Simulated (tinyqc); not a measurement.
# Worked calculation: threshold-voltage variability of a planar MOSFET, analytic estimates

Computed by the program tinyqc: `OMP_NUM_THREADS=1 python tinyqc.py 2090124 2090125 out.jsonl`, one thread of a shared Intel Xeon 2.30GHz, about 0.02 s for the whole run. Printed values are rounded.

Three independent sources add in quadrature: random dopants in the depleted layer, metal-gate grains of two orientations, and roughness of the two gate edges acting through the roll-off VT = VT(long) - Vr exp(-L/l). These are first-order estimates: no three-dimensional electrostatics, no percolation.

Parameters, values chosen for the exercise; material values close to those of silicon: temperature T = 300 K; band gap Eg = 1.1 eV; relative permittivity of the semiconductor eps_r = 11.8; conduction-band density of states at T Nc = 2.75e19 cm^-3; valence-band density of states at T Nv = 2.66e19 cm^-3; channel doping Na = 4.8e18 cm^-3; oxide-equivalent thickness in inversion ti = 1.1 nm; gate length L = 20 nm; gate width W = 76 nm; metal grain size G = 7 nm; work-function difference of the two grain orientations dW = 0.1 eV; share of the orientation of higher work function p = 0.4; rms roughness of one gate edge De = 0.7 nm; correlation length of the roughness La = 10 nm; decay length of the threshold roll-off l = 4.7 nm; prefactor of the roll-off Vr = 1.4 V; subthreshold factor n = 1.37; gm/I of a matched pair gI = 15 1/V; spread of the gain factor of one device sb = 2.7 %; number of cells Nb = 1048576; wanted yield Y = 0.99.

Constants: q = 1.602176634e-19 C, kB = 1.380649e-23 J/K, Vt = kB T/q, eps0 = 8.8541878128e-14 F/cm where lengths are in cm. Results are converted to the units shown.

Range of the model: gI s exceeds 0.2, so the linear formula for the current mismatch is only a rough guide.

## Random dopants

ni = sqrt(Nc Nv) exp(-Eg/(2 Vt)), Eg in volts; Cox = 3.9 eps0/ti; Wd = sqrt(4 eps0 eps_r Vt ln(Na/ni)/(q Na)); dopants: s1 = (q/Cox) sqrt(Na Wd/(3 L W)). The slope A1 = s1 sqrt(L W); mean number of dopants Na L W Wd.

Cox = 3.139212 uF/cm^2
Wd = 16.57089 nm
mean number of dopants = 120.9012
A1 = 0.8310413 mV um
s1 = 21.31576 mV

Counting alone, 1/sqrt(N) of the depletion voltage q Na Wd/Cox = 406 mV, would give sqrt(3) times more: dopants deep in the layer act less on the surface.

## Metal grains and edge roughness

Grains: Ng = L W/G^2 (at least 1), s2 = dW sqrt(p (1 - p)/Ng). Edges, with exponential correlation and u = W/La: the mean gate length has sL^2 = 2 De^2 (2/u)[1 - (1 - exp(-u))/u]; s3 = sL (Vr/l) exp(-L/l).

Ng = 31.02041
s2 = 8.795932 mV
sL = 0.4732634 nm
dVT/dL = 4.226380 mV/nm
s3 = 2.000191 mV

## Total spread, mismatch and leakage

s = sqrt(s1^2 + s2^2 + s3^2). For a pair: s(dVT) = sqrt(2) s; current mismatch sqrt(2) sqrt((gI s)^2 + sb^2); input offset = current mismatch/gI. For a Gaussian VT the off current is log-normal with mean/median = exp(s^2/(2 (n Vt)^2)).

s = 23.14586 mV
s(dVT) = 32.73319 mV
current mismatch = 49.24803 %
input offset = 32.83202 mV
mean/median of Ioff = 1.238058

The dopants give 84.8 % of the variance; without them s would be 9.02 mV. A current mismatch this large is beyond the linear estimate.

## Iteration 1: margin in standard deviations for the wanted yield

k at the start = 3

Cells fail independently with probability Q(k) = erfc(k/sqrt(2))/2 when the margin is k standard deviations, and Y = exp(-Nb Q(k)). phi = exp(-k^2/2)/sqrt(2 pi). Newton steps on ln Q(k) = ln(-ln(Y)/Nb): k(new) = k + [ln Q - ln(-ln(Y)/Nb)] Q/phi.

Q(k) = 0.001349898
phi = 0.004431848
k after iteration 1 = 6.611030

## Iteration 2: margin in standard deviations for the wanted yield

As before.

Q(k) = 1.908280e-11
phi = 1.289244e-10
k after iteration 2 = 5.690501

## Course of the iteration: margin in standard deviations for the wanted yield

Stop when k changes by less than 1e-9, or after 30 iterations.

Course of the iteration:

| iteration | k | \|change\| |
|---|---|---|
| 1 | 6.611030 | 3.61 |
| 2 | 5.690501 | 0.921 |
| 3 | 5.619755 | 0.0707 |
| 4 | 5.619334 | 4.21e-4 |
| 5 | 5.619334 | 1.49e-8 |
| 6 | 5.619334 | < 1e-12 |

Converged in 6 iterations. At the end the number of correct digits about doubles with each step. With s(dVT) = 32.7 mV, 5.62 standard deviations are 184 mV.
